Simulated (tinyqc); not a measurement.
# Epitaxial growth on a vicinal surface: Burton-Cabrera-Frank step flow, step-edge barrier and island nucleation, step by step

A worked calculation. Computed by tinyqc, a small Python program that keeps every step. Command: `OMP_NUM_THREADS=1 python tinyqc.py 3013618 3013619 out.jsonl stepflow walk`. One thread of a shared host (Intel(R) Xeon(R) Processor @ 2.30GHz), about 0.05 s of CPU time with the checks. Intermediate numbers are printed to about 6 digits and carried at full precision; extremes and crossings named in words are read from the listed rows.

Adatoms land at rate F, hop on a square grid (a simplification for hexagonal faces), desorb, or join steps. Lengths are in units of a and n is the adatom coverage. Steps ascend at x = 0 and descend at x = l.

Inputs (values chosen for the exercise, close to those used for Ge(001)):

| quantity | value | unit |
|---|---|---|
| site spacing a | 4 | angstrom |
| step height h | 1.41 | angstrom |
| diffusion barrier E_d | 0.609 | eV |
| desorption energy E_a | 2.52 | eV |
| adatom formation energy E_f | 1.03 | eV |
| step-edge barrier E_s | 0.083 | eV |
| attempt frequency nu | 10 | THz |
| deposition rate F | 1.4 | layers/s |
| miscut angle | 4 | degrees |
| temperature T | 540 | C |
| critical nucleus size i | 2 | - |
| binding energy of the critical nucleus E_i | 0.54 | eV |

Constants: k_B = 8.617333262e-05 eV/K.

## Scales

D = nu exp(-E_d/(k_B T)) (a^2/s, nu counted per direction); tau = exp(E_a/(k_B T))/nu; x_s = sqrt(D tau); n_eq = exp(-E_f/(k_B T)); terrace width l = h/(a tan(miscut)); Schwoebel length l_s = exp(E_s/(k_B T)) - 1. Temperatures in kelvin are T(C) + 273.15.

D = 1.68078e+09 a^2/s

lifetime tau = 415.500 s

diffusion length x_s = 835683 a

equilibrium coverage n_eq = 4.13256e-07

terrace width l = 5.04098 a

Schwoebel length l_s = 2.26905 a

l/x_s = 6.03e-6: nearly every adatom reaches a step.

## Terrace solution

D n'' - n/tau + F = 0 with n(0) = n_eq and -l_s n'(l) = n(l) - n_eq. With u = n - F tau, A = n_eq - F tau, y = l/x_s, s = l_s/x_s: u = A cosh(x/x_s) + B sinh(x/x_s), B = A (1 - cosh y - s sinh y)/(sinh y + s cosh y). Flux into the ascending step J+ = D B/x_s, over the descending one J- = -(D/x_s)(A sinh y + B cosh y); step velocity J+ + J-; growth rate (J+ + J-)/l. For small y: J+ + J- = (F - n_eq/tau) l, J-/J+ = l/(l + 2 l_s). The coverage peaks where n' = 0, tanh(x/x_s) = -B/A.

J+ = 4.62400 atoms per step site and s

J- = 2.43338 atoms per step site and s

growth rate = 1.40000 layers/s

peak coverage = 4.17799e-07

position of the peak = 3.30286 a

7.1e-8 % of the flux desorbs; even closely spaced steps lose n_eq/tau, 7.1e-8 % of F. The ascending step takes 65.5 %: the barrier makes an uphill current, which evens out terrace widths but makes steps meander and favours mounds on wide terraces. Caution: terraces under ten sites wide are at the edge of a continuum description.

## Step flow or islands

Island density on a flat surface without desorption: N = 0.25 (F/D)^(i/(i+2)) exp(E_i/((i+2) k_B T)) per site, with E_i = 0 for i = 1; spacing l_n = N^(-1/2). Step flow needs an effective width l_eff = 2 x(peak) below l_n.

island density N on a flat surface = 4.95401e-05 per site

island spacing l_n = 142.076 a

ratio l_eff/l_n = 0.0464942

Steps capture adatoms before they meet: step flow. Caution: the prefactor 0.25 and the criterion are estimates, good to a factor of about two in length.

## Growth mode over temperature

x(peak) solves tanh(x/x_s) = -B/A. Rows where evaporation outweighs deposition are left out.

Scales:

| T (C) | x_s (a) | l_s (a) | incorporated share | l_n (a) | l_eff/l_n |
|---|---|---|---|---|---|
| 340 | 7.14035e+07 | 3.81080 | 1.00000 | 51.082 | 0.141170 |
| 390 | 1.82628e+07 | 3.27346 | 1.00000 | 69.896 | 0.100516 |
| 440 | 5.65520e+06 | 2.85971 | 1.00000 | 91.525 | 0.075013 |
| 490 | 2.04193e+06 | 2.53285 | 1.00000 | 115.688 | 0.058146 |
| 540 | 8.35683e+05 | 2.26905 | 1.00000 | 142.076 | 0.046494 |
| 590 | 3.79309e+05 | 2.05226 | 1.00000 | 170.379 | 0.038147 |
| 640 | 1.87721e+05 | 1.87135 | 1.00000 | 200.296 | 0.031981 |
| 690 | 9.99422e+04 | 1.71835 | 1.00000 | 231.544 | 0.027306 |
| 740 | 5.66247e+04 | 1.58745 | 0.99998 | 263.865 | 0.023680 |

The ratio stays below 1: step flow in every row. Incorporation goes from 100.0 % to 100.0 %.

Checks made by the program: growth rate against F minus desorption, from a numerical solution (relative difference below 1e-10).
